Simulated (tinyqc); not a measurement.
Electron-beam lithography: double-Gaussian proximity function, edge placement and dose correction for parallel lines. Changing the pattern density around the test line. Computed by tinyqc, a small Python program. Command: `OMP_NUM_THREADS=1 python tinyqc.py 3110178 3110179 out.jsonl proximity sweep`. One thread of a shared host (Intel(R) Xeon(R) Processor @ 2.30GHz), about 0.01 s of CPU time with the checks.

Lines are infinitely long. Absorbed energy is counted so that the middle of a very large area written at dose 1 receives 1; the resist develops where it exceeds 1/2.

Inputs (values chosen for the exercise, of the order of those for 10 keV electrons in resist on silicon):
```
quantity                value               unit
forward range alpha     0.019         micrometre
backscatter ratio eta    0.67                  -
base dose D0              800  microcoulomb/cm^2
beam current               38                 nA
pixel size                 10                 nm
width of the test line   0.13         micrometre
```

Constants: e = 1.602176634e-19 C.

Method. A test line of width w << beta in surroundings of density rho, all at dose d: near its edge E(x) = d [S + eta rho]/(1 + eta), S = [erf((b - x)/alpha) - erf((a - x)/alpha)]/2 for edges a and b, the second term being the background energy. Dose to size d_s = (1 + eta)/(erf(w/alpha) + 2 eta rho), dose = d_s D0; edge slope d [1 - exp(-w^2/alpha^2)]/(sqrt(pi) alpha (1 + eta)); width change per 1 % of dose = 2 x 0.01 x (1/2)/slope. With dose = d_s D0: electrons per pixel N = dose x pixel area/e; relative noise 1/sqrt(N); time per cm^2 of pattern area = dose x density/current; pixel rate = current/(dose x pixel area).

One run for each value; columns: (1) pattern density around the test line; (2) dose to size d_s; (3) width change per 1 % of dose (nm); (4) background energy; (5) writing time per cm^2 (h):
```
(1)    (2)     (3)     (4)    (5)
0.0  1.670  0.3368  0.0000  0.000
0.1  1.473  0.3819  0.0591  0.861
0.2  1.317  0.4270  0.1057  1.540
0.3  1.191  0.4721  0.1434  2.090
0.4  1.087  0.5173  0.1745  2.543
0.5  1.000  0.5624  0.2006  2.924
0.6  0.926  0.6075  0.2228  3.248
0.7  0.862  0.6527  0.2420  3.527
0.8  0.806  0.6978  0.2587  3.771
0.9  0.757  0.7429  0.2733  3.984
```

Over the rows, dose to size d_s falls from 1.67 to 0.757; width change per 1 % of dose (nm) rises from 0.337 to 0.743; background energy rises from 0 to 0.273. For w well above alpha d_s is 1 at rho = 1/2 and 1 + eta = 1.67 at rho = 0; a lower dose over a higher background flattens the edge.
